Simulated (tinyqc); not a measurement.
Shrinking the pitch: stress in a transistor channel from embedded alloy regions, liners and fins, by half-space elasticity. Computed by tinyqc, a small Python program. Command: `OMP_NUM_THREADS=1 python tinyqc.py 3011797 3011798 out.jsonl stressor walk`. One thread of a shared host (Intel(R) Xeon(R) Processor @ 2.30GHz), about 0.01 s of CPU time with the checks.

Plane strain in an isotropic half-space, the same constants everywhere; x along the channel from its centre, y downwards from the free surface; stress is positive in tension.

Inputs (values chosen for the exercise, modelled on silicon):

| quantity | value | unit |
|---|---|---|
| alloy fraction x | 0.025 | - |
| lattice change per unit x, beta | -0.465 | - |
| Young's modulus E | 159 | GPa |
| Poisson ratio nu | 0.22 | - |
| channel length L | 36 | nm |
| length of each stressor S | 80 | nm |
| recess depth d | 70 | nm |
| depth of the field point y | 5 | nm |

Stressor: Si(1-x)C(x) source and drain.

Method:
- Misfit e = beta x. A fully constrained inclusion holds the stress -p with p = E e/(1 - 2 nu); a blanket film would hold -E e/(1 - nu) in the plane.
- A line element dA of misfit at (a, c) in the half-space gives, with C = E e/(2 pi (1 - nu)), X = x - a, r1^2 = X^2 + (y - c)^2, r2^2 = X^2 + Y^2, Y = y + c: s_xx = -C dA {[X^2 - (y - c)^2]/r1^4 + 3 [X^2 - Y^2]/r2^4 + 4 y Y (Y^2 - 3 X^2)/r2^6}, s_yy = C dA {[X^2 - (y - c)^2]/r1^4 - [X^2 - Y^2]/r2^4 + 4 y Y (Y^2 - 3 X^2)/r2^6}. These are integrated over two rectangles, L/2 < |a| < L/2 + S, 0 < c < d (closed form in a, 200 Gauss-Legendre points in c).
- L and S are scaled together at fixed d, then S alone, then L alone.

misfit e = -0.011625

S_xx at the centre (MPa):

| scale | L and S scaled | S alone | L alone |
|---|---|---|---|
| 0.35 | -268.2 | 478.3 | 757.3 |
| 0.50 | 288.9 | 737.5 | 1031.0 |
| 0.70 | 866.5 | 1044.5 | 1258.9 |
| 1.00 | 1412.9 | 1412.9 | 1412.9 |
| 1.40 | 1775.6 | 1766.2 | 1450.5 |
| 2.00 | 1945.5 | 2109.9 | 1370.7 |
| 3.00 | 1872.2 | 2432.8 | 1148.6 |

What does the comparison show, and why?

Halving S alone keeps 0.52 of the stress, halving L alone gives 0.73, and halving both 0.20: a shorter channel brings the walls closer but puts y deeper relative to L, where the surface amplifies less, a shorter stressor brings its far wall, which pulls the other way, closer too. Neighbouring devices are left out.
